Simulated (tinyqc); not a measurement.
From results back to parameters: Kane-Mele model of a buckled honeycomb layer in a normal field. Two cases, with inputs chosen for the exercise.

Problem. The gaps of the two spins at a valley are 2|D - lam| and 2 (D + lam), where 2 lam is the gap at zero field and D = e b Ez > 0. The layer is known to be a quantum spin Hall insulator. The gaps come from hidden lam and Ez.

Case 1.

Values chosen: b = 0.32 angstrom (half the buckling height).

gaps (meV): 164.0000  356.0000

Case 2.

Values chosen: b = 0.33 angstrom (half the buckling height).

gaps (meV): 174.0000  306.0000

Find: lam; Ez.

Solution. A quarter of the sum is the larger of D and lam, a quarter of the difference the smaller; the gaps alone cannot say which is which. Here lam > D.

Case 1.

lam = 130.00 meV
Ez = 0.150 V/angstrom

Case 2.

lam = 120.00 meV
Ez = 0.100 V/angstrom

Computed by tinyqc, one run a case: `OMP_NUM_THREADS=1 python tinyqc.py N N+1 out.jsonl` with N = 1452171, 1452504; one thread of a shared Intel(R) Xeon(R) Processor @ 2.30GHz, about 0.01 s a run at most.
